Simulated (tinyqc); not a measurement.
Hueckel theory of the pi electrons, for the molecule O=C1C=CC(=O)C=C1 (SMILES; centres numbered as the heavy atoms are written), step by step. Computed by tinyqc, a small Python program that keeps every step. Settings: charge = 0. Command: `OMP_NUM_THREADS=1 python tinyqc.py 22005 22006 out.jsonl` (the two numbers bound the seeds that draw the settings). One thread of a shared host (Intel(R) Xeon(R) Processor @ 2.60GHz), about 0.02 s of CPU time with the checks.

## The Hueckel matrix

Centres:
```
centre  z_r, pi electrons of the neutral centre         h
1O                                            1  1.110000
2C                                            1  0.000000
3C                                            1  0.000000
4C                                            1  0.000000
5C                                            1  0.000000
6O                                            1  1.110000
7C                                            1  0.000000
8C                                            1  0.000000
```

Bonds:
```
i  j         k
1  2  0.920000
2  3         1
3  4         1
4  5         1
5  6  0.920000
5  7         1
7  8         1
8  2         1
```

H_rr = alpha + h_r beta, H_rs = k_rs beta for bonded centres.

Hueckel matrix in units of beta (H = alpha + beta A), order 1O, 2C, 3C, 4C, 5C, 6O, 7C, 8C:
$$\begin{pmatrix}
1.110000 & 0.920000 & 0.000000 & 0.000000 & 0.000000 & 0.000000 & 0.000000 & 0.000000 \\
0.920000 & 0.000000 & 1.000000 & 0.000000 & 0.000000 & 0.000000 & 0.000000 & 1.000000 \\
0.000000 & 1.000000 & 0.000000 & 1.000000 & 0.000000 & 0.000000 & 0.000000 & 0.000000 \\
0.000000 & 0.000000 & 1.000000 & 0.000000 & 1.000000 & 0.000000 & 0.000000 & 0.000000 \\
0.000000 & 0.000000 & 0.000000 & 1.000000 & 0.000000 & 0.920000 & 1.000000 & 0.000000 \\
0.000000 & 0.000000 & 0.000000 & 0.000000 & 0.920000 & 1.110000 & 0.000000 & 0.000000 \\
0.000000 & 0.000000 & 0.000000 & 0.000000 & 1.000000 & 0.000000 & 0.000000 & 1.000000 \\
0.000000 & 1.000000 & 0.000000 & 0.000000 & 0.000000 & 0.000000 & 1.000000 & 0.000000
\end{pmatrix}$$

## Orbitals

pi electrons, sum of z_r less the charge = 8

Diagonalise; E = alpha + x beta with beta < 0, so the largest x are filled first; degenerate levels share their electrons. P = sum n_i c_ri c_si; each orbital has its largest coefficient positive (the first on a tie).

x values: [2.282087, 1.848404, 1.076319, 1.000000, 0.354987, -1.000000, -1.248406, -2.093391]

occupations: [2.000000, 2.000000, 2.000000, 2.000000, 0.000000, 0.000000, 0.000000, 0.000000]

coefficients, order 1O, 2C, 3C, 4C, 5C, 6O, 7C, 8C:
$$\begin{pmatrix}
0.329763 & 0.526610 & 0.584892 & 0.000000 & 0.455757 & 0.000000 & -0.221716 & -0.122340 \\
0.420121 & 0.422664 & -0.021413 & 0.000000 & -0.374024 & 0.000000 & 0.568366 & 0.425982 \\
0.327685 & 0.148386 & -0.280574 & 0.500000 & -0.276035 & 0.500000 & -0.252786 & -0.389597 \\
0.327685 & -0.148386 & -0.280574 & 0.500000 & 0.276035 & -0.500000 & -0.252786 & 0.389597 \\
0.420121 & -0.422664 & -0.021413 & 0.000000 & 0.374024 & 0.000000 & 0.568366 & -0.425982 \\
0.329763 & -0.526610 & 0.584892 & 0.000000 & -0.455757 & 0.000000 & -0.221716 & 0.122340 \\
0.327685 & -0.148386 & -0.280574 & -0.500000 & 0.276035 & 0.500000 & -0.252786 & 0.389597 \\
0.327685 & 0.148386 & -0.280574 & -0.500000 & -0.276035 & -0.500000 & -0.252786 & -0.389597
\end{pmatrix}$$

charge and bond-order matrix P, order 1O, 2C, 3C, 4C, 5C, 6O, 7C, 8C:
$$\begin{pmatrix}
1.456320 & 0.697190 & 0.044190 & -0.268377 & -0.193126 & 0.347047 & -0.268377 & 0.044190 \\
0.697190 & 0.711210 & 0.412785 & 0.161915 & -0.003370 & -0.193126 & 0.161915 & 0.412785 \\
0.044190 & 0.412785 & 0.916235 & 0.828161 & 0.161915 & -0.268377 & -0.171839 & -0.083765 \\
-0.268377 & 0.161915 & 0.828161 & 0.916235 & 0.412785 & 0.044190 & -0.083765 & -0.171839 \\
-0.193126 & -0.003370 & 0.161915 & 0.412785 & 0.711210 & 0.697190 & 0.412785 & 0.161915 \\
0.347047 & -0.193126 & -0.268377 & 0.044190 & 0.697190 & 1.456320 & 0.044190 & -0.268377 \\
-0.268377 & 0.161915 & -0.171839 & -0.083765 & 0.412785 & 0.044190 & 0.916235 & 0.828161 \\
0.044190 & 0.412785 & -0.083765 & -0.171839 & 0.161915 & -0.268377 & 0.828161 & 0.916235
\end{pmatrix}$$

## Energy, charges, bond orders

E = sum n x; q_r = z_r - P_rr; bond order p = P_rs; free valence = sqrt(3) - sum of p over the bonds of the atom.

pi energy = 8 alpha + this times beta = 12.413619

pi charges: 1O -0.456320, 2C 0.288790, 3C 0.083765, 4C 0.083765, 5C 0.288790, 6O -0.456320, 7C 0.083765, 8C 0.083765

Bond orders and lengths from R = 1.517 - 0.180 p (angstrom, C-C alone):
```
bond         p         R
1-2   0.697190         -
2-3   0.412785  1.442699
3-4   0.828161  1.367931
4-5   0.412785  1.442699
5-6   0.697190         -
5-7   0.412785  1.442699
7-8   0.828161  1.367931
8-2   0.412785  1.442699
```

free valence of the carbons: 2C 0.209290, 3C 0.491104, 4C 0.491104, 5C 0.209290, 7C 0.491104, 8C 0.491104

gap between the highest filled and the next level = 0.645013 |beta|
